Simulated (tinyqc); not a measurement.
Optical gain and spontaneous emission in a bulk direct-gap semiconductor: one step. Quasi-Fermi levels. Two cases, with inputs chosen for the exercise.

Task: Solve for Fc and Fv.

F_j(eta) = (1/Gamma(j + 1)) integral_0^infinity x^j dx/(1 + exp(x - eta)), which tends to exp(eta) for eta << 0.

Quasi-Fermi levels: n = Nc F_1/2(Fc/kT) and p = Nv F_1/2(Fv/kT), Fc counted up from the conduction edge and Fv down from the valence edge; Nc, Nv from N = 2 (m kB T/(4 pi c))^(3/2) with c = hbar^2/2m0, in 1/angstrom^3; times 1e24 for 1/cm^3, with me and (mhh^(3/2) + mlh^(3/2))^(2/3).

Constants: hbar^2/2m0 = 3.80998211 eV angstrom^2; kB = 8.617333262e-05 eV/K.

Case 1.

Values chosen (near those of GaAs; not measured data): me = 0.0656 m0 (electron mass); mhh = 0.516 m0 (heavy-hole mass); mlh = 0.0861 m0 (light-hole mass); n = 1.5e+18 1/cm^3 (injected density, n = p); T = 200 K.

Case 2.

Values chosen (near those of GaAs; not measured data): me = 0.0656 m0 (electron mass); mhh = 0.506 m0 (heavy-hole mass); mlh = 0.0855 m0 (light-hole mass); n = 3.3e+18 1/cm^3 (injected density, n = p); T = 300 K.

Give: kT; Nc; Nv; Fc; Fv; Fc + Fv.

Result:

Case 1.

kT = 0.017235 eV
Nc = 2.295e+17 1/cm^3
Nv = 5.408e+18 1/cm^3
Fc = 0.0691 eV
Fv = -0.0204 eV
Fc + Fv = 0.0487 eV

Case 2.

kT = 0.025852 eV
Nc = 4.216e+17 1/cm^3
Nv = 9.660e+18 1/cm^3
Fc = 0.1184 eV
Fv = -0.0247 eV
Fc + Fv = 0.0937 eV

The separation of the quasi-Fermi levels exceeds the gap, so photons between Eg and Eg + (Fc + Fv) see gain. The quasi-Fermi level of the electrons lies inside the band, that of the holes in the gap.

Computed by tinyqc, one run a case: `OMP_NUM_THREADS=1 python tinyqc.py N N+1 out.jsonl` with N = 1680642, 1681012; one thread of a shared Intel(R) Xeon(R) Processor @ 2.30GHz, about 0.09 s a run at most.
